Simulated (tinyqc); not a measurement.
# Electroplating on a thin resistive seed layer: kinetics, Wagner number and the terminal effect across a wafer, step by step

A worked calculation. Computed by tinyqc, a small Python program that keeps every step. Command: `OMP_NUM_THREADS=1 python tinyqc.py 3121456 3121457 out.jsonl terminal walk`. One thread of a shared host (Intel(R) Xeon(R) Processor @ 2.30GHz), about 0.03 s of CPU time with the checks. Intermediate numbers are printed to about 6 digits and carried at full precision; extremes and crossings named in words are read from the listed rows.

Current enters the seed at the rim. The bath is treated as a local resistance per area (no lateral flow in the liquid), two electrons per ion, molar volume 7.11 cm^3/mol, Faraday constant F = e N_A, kinematic viscosity 0.01 cm^2/s, omega = 2 pi x rpm/60; k_B T/e is in volts.

Inputs (values chosen for the exercise, of the order of those for copper plating on a thin cobalt or ruthenium seed):

| quantity | value | unit |
|---|---|---|
| wafer radius R | 15 | cm |
| seed thickness t | 13 | nm |
| seed resistivity | 8.3 | microohm cm |
| bath conductivity kappa | 0.54 | S/cm |
| gap to the anode h | 9.6 | cm |
| extra resistance of a porous plate | 0 | ohm cm^2 |
| exchange current density i_0 | 0.51 | mA/cm^2 |
| cathodic transfer coefficient alpha | 0.4 | - |
| mean current density | 4.8 | mA/cm^2 |
| diffusivity of the metal ion | 5.9e-06 | cm^2/s |
| metal ion concentration | 0.77 | mol/L |
| rotation rate | 60 | rpm |
| temperature T | 298 | K |

Constants: e = 1.602176634e-19 C; N_A = 6.02214076e+23 1/mol; k_B = 8.617333262e-05 eV/K.

## Rate, limit and resistances

Growth rate = i V_m/(2 F). Levich limit i_L = 0.62 x 2 F D^(2/3) omega^(1/2) nu^(-1/6) c. Tafel overpotential eta = (k_B T/(alpha e)) ln(i/i_0); kinetic resistance k_B T/(alpha e i); bath resistance h/kappa + plate; R_s = resistivity/t; Wagner number = kinetic resistance x kappa/R.

growth rate = 106.114 nm/min

limiting current i_L = 162.442 mA/cm^2

overpotential = 143.932 mV

kinetic resistance = 13.3748 ohm cm^2

bath resistance R_b = 17.7778 ohm cm^2

sheet resistance R_s = 6.38462 ohm/square

Wagner number = 0.481493

## Linear estimate of the terminal effect

Linearised: with R_t = kinetic + bath resistance the current density obeys (1/r)(r i')' = i R_s/R_t, so i = A I_0(r/l), l = sqrt(R_t/R_s); with x = R/l, edge/centre = I_0(x) and edge/mean = x I_0(x)/(2 I_1(x)). Voltage drop in the seed for a uniform current: i R_s R^2/4.

length l = 2.20892 cm

x = R/l = 6.79065

edge over centre, linear = 138.932

edge over mean, linear = 3.67811

drop for uniform current = 1723.85 mV

## Current distribution

Full model: seed potential phi(r) with (1/r)(r phi')' = R_s i, where i solves phi = R_b i + (k_B T/(alpha e)) ln(i/i_0) (phi being the driving voltage left at r); phi'(0) = 0 and phi'(R) = R_s i_mean R/2. Solved by collocation to a tolerance of 1e-7.

Across the wafer:

| r/R | i (mA/cm^2) | i/mean | i/mean, linear |
|---|---|---|---|
| 0.00 | 0.5093 | 0.10610 | 0.02647 |
| 0.20 | 0.5639 | 0.11747 | 0.04016 |
| 0.40 | 0.7842 | 0.16337 | 0.10301 |
| 0.60 | 1.4891 | 0.31022 | 0.31909 |
| 0.75 | 3.2116 | 0.66908 | 0.78370 |
| 0.90 | 9.0731 | 1.89022 | 1.97092 |
| 1.00 | 20.0871 | 4.18480 | 3.67811 |

edge over centre, full model = 39.4417

The full model gives 39.4 against 139 from the linear form.

## As the film thickens, and with more bath resistance

The film is taken as uniform, with the seed resistivity; the last column adds 100 ohm cm^2 to R_b. Extra power of that plate = i^2 x 100 ohm cm^2 x area.

Edge over centre:

| thickness (nm) | R_s (ohm/square) | as given | with 100 ohm cm^2 more |
|---|---|---|---|
| 13.0 | 6.38462 | 39.4417 | 5.97871 |
| 19.5 | 4.25641 | 21.4390 | 3.76841 |
| 26.0 | 3.19231 | 14.1969 | 2.88410 |
| 39.0 | 2.12821 | 8.2720 | 2.13471 |
| 65.0 | 1.27692 | 4.5783 | 1.62556 |
| 130.0 | 0.63846 | 2.4781 | 1.29294 |
| 260.0 | 0.31923 | 1.6586 | 1.14165 |

extra power = 1.62860 W

The ratio falls below 1.1 in none of these rows as given, and in none of these rows with the added resistance: what counts is R_s R^2 against the sum of kinetic and bath resistance.

Checks made by the program: mean of the distribution (relative difference 2e-06).
